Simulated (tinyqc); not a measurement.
What moves the results: deformation-potential model of the X valleys of a conduction band. A value that a table varies takes the place of the one given here.

Valleys with axes along x, y and z, one whole valley each. Herring-Vogt shift of a valley with unit axis a: dE = Xd tr(e) + Xu a.e.a. Non-degenerate shares n_i = exp(-dE_i/kT)/sum_j exp(-dE_j/kT). Inverse mass tensor of a valley: (1 - a a)/mt + a a/ml; the masses are taken as independent of strain.

s11 = (C11 + C12)/((C11 - C12)(C11 + 2 C12)), s12 = -C12/((C11 - C12)(C11 + 2 C12)), s44 = 1/C44; exx = s11 sxx + s12 (syy + szz) and cyclic, exy = s44 sxy/2; tension is positive. A uniaxial stress X along the unit vector n is s_ij = X n_i n_j.

Constants: kB = 8.617333262e-05 eV/K.

Values chosen for the exercise (near those of GaP; not measured data): ml = 1.997 m0 (longitudinal mass); mt = 0.242 m0 (transverse mass); Xd = 1.46 eV (dilation potential); Xu = 6.34 eV (uniaxial potential); C11 = 142.8 GPa; C12 = 61 GPa; C44 = 70.2 GPa; load = uniaxial [110] (kind of stress); T = 300 K (temperature); X1 = 0.7 GPa (size of the stress); X = 0.55 GPa (stress).

## Sweep of a uniaxial [110] stress

m_c = 1/(u.M.u) along [100] with M = sum_i n_i (inverse mass tensor); gain against zero stress at a fixed scattering time.

Results:

| X (GPa) | spread (meV) | lowest edge (meV) | n x | n y | n z | m_c (m0) | gain (%) |
|---|---|---|---|---|---|---|---|
| -1.50 | 58.1 | -39.6 | 0.475 | 0.475 | 0.050 | 0.4154 | -17.6 |
| -0.75 | 29.1 | -19.8 | 0.430 | 0.430 | 0.140 | 0.3891 | -12.0 |
| -0.30 | 11.6 | -7.9 | 0.379 | 0.379 | 0.242 | 0.3629 | -5.7 |
| 0.00 | 0.0 | 0.0 | 0.333 | 0.333 | 0.333 | 0.3423 | 0.0 |
| 0.30 | 11.6 | -3.7 | 0.280 | 0.280 | 0.439 | 0.3211 | 6.6 |
| 0.75 | 29.1 | -9.3 | 0.197 | 0.197 | 0.606 | 0.2926 | 17.0 |
| 1.50 | 58.1 | -18.5 | 0.087 | 0.087 | 0.826 | 0.2621 | 30.6 |

What does this show, and why?

Along [100] the gain is -17.6 % at -1.50 GPa and +30.6 % at 1.50 GPa. The slope at zero stress (from +/- 0.001 GPa), +20.7 % per GPa, carried to the ends would give -31 and +31 %; the response falls behind at both ends, as it saturates once the spread passes a few kT (kT = 25.9 meV, spread up to 58 meV).

## Gain for each load and current direction

Each load has the size X1. Gain m_c(0)/m_c - 1 in per cent from repopulation alone, m_c = 1/(u.M.u), M = sum_i n_i (inverse mass tensor); biaxial means sxx = syy.

Gain (%); + is tension, - compression:

| load | [100] | [010] | [001] | [110] | [1-10] | [111] |
|---|---|---|---|---|---|---|
| uniaxial [110] (+) | 15.8 | 15.8 | -31.7 | 15.8 | 15.8 | 0.0 |
| uniaxial [110] (-) | -11.5 | -11.5 | 22.9 | -11.5 | -11.5 | 0.0 |
| uniaxial [100] (+) | 34.3 | -17.1 | -17.1 | 8.6 | 8.6 | 0.0 |
| uniaxial [100] (-) | -58.4 | 29.2 | 29.2 | -14.6 | -14.6 | 0.0 |
| uniaxial [111] (+) | 0.0 | 0.0 | 0.0 | 0.0 | 0.0 | 0.0 |
| uniaxial [111] (-) | 0.0 | 0.0 | 0.0 | 0.0 | 0.0 | 0.0 |
| biaxial (001) (+) | 29.2 | 29.2 | -58.4 | 29.2 | 29.2 | 0.0 |
| biaxial (001) (-) | -17.1 | -17.1 | 34.3 | -17.1 | -17.1 | 0.0 |

What does this show, and why?

The largest gain is +34.3 %, for uniaxial [100] (+) with the current along [100] and biaxial (001) (-) with the current along [001]; for a [110] channel it is +29.2 %, under biaxial (001) (+). No gain or loss appears under uniaxial [111]: the valleys stay equivalent (in real silicon shear also changes the masses, which this model leaves out).

## Temperature and repopulation

The load is fixed; m_c along [100] as 1/(u.M.u).

Results:

| T (K) | kT (meV) | n x | n y | n z | m_c (m0) |
|---|---|---|---|---|---|
| 50 | 4.31 | 0.007 | 0.007 | 0.986 | 0.2435 |
| 77 | 6.64 | 0.037 | 0.037 | 0.925 | 0.2502 |
| 150 | 12.93 | 0.139 | 0.139 | 0.722 | 0.2756 |
| 225 | 19.39 | 0.200 | 0.200 | 0.600 | 0.2936 |
| 300 | 25.85 | 0.234 | 0.234 | 0.533 | 0.3045 |
| 400 | 34.47 | 0.259 | 0.259 | 0.481 | 0.3134 |
| 500 | 43.09 | 0.275 | 0.275 | 0.451 | 0.3190 |

What does this show, and why?

The largest share falls from 0.986 at 50 K to 0.451 at 500 K (equal shares: 0.333); m_c goes from 0.2435 to 0.3190, against 0.3423 without stress. Only spread/kT enters, so the small-stress response goes as 1/T.

## What each parameter does

Spread of the valley edges, lowest edge, largest share and m_c along [100]. Each row changes one parameter from the base and keeps the others.

Results:

| case | spread (meV) | lowest edge (meV) | largest share | m_c (m0) |
|---|---|---|---|---|
| base | 21.31 | -6.79 | 0.5328 | 0.3045 |
| ml = 2.396 m0 | 21.31 | -6.79 | 0.5328 | 0.3063 |
| mt = 0.29 m0 | 21.31 | -6.79 | 0.5328 | 0.3624 |
| Xd = 1.752 eV | 21.31 | -6.18 | 0.5328 | 0.3045 |
| Xu = 7.608 eV | 25.58 | -8.75 | 0.5735 | 0.2978 |
| C11 = 171.36 GPa | 15.80 | -3.83 | 0.4795 | 0.3138 |
| C12 = 48.8 GPa | 18.55 | -4.19 | 0.5061 | 0.3091 |
| C44 = 84.24 GPa | 21.31 | -6.79 | 0.5328 | 0.3045 |
| X = 0.66 GPa | 25.58 | -8.15 | 0.5735 | 0.2978 |
| T = 240 K | 21.31 | -6.79 | 0.5836 | 0.2962 |

What can be read from the table?

The largest shifts from the base row, up to three for each result and ties (the steps differ in size, so this ranks the rows, not the parameters). spread (meV): C11 -5.52, X +4.26, Xu +4.26; unchanged at the printed digits by ml, mt, Xd, C44 and T. lowest edge (meV): C11 +2.95, C12 +2.60, Xu -1.96; unchanged at the printed digits by ml, mt, C44 and T. largest share: C11 -0.0533, T +0.0508, Xu +0.0407, X +0.0407; unchanged at the printed digits by ml, mt, Xd and C44. m_c (m0): mt +0.0578, C11 +0.0092, T -0.0083; unchanged at the printed digits by Xd and C44. Xd moves all valleys together, so it shifts the edge and nothing else.

Program tinyqc; command `OMP_NUM_THREADS=1 python tinyqc.py 1080587 1080588 out.jsonl`; about 0.03 s on one thread of a shared Intel(R) Xeon(R) Processor @ 2.30GHz.
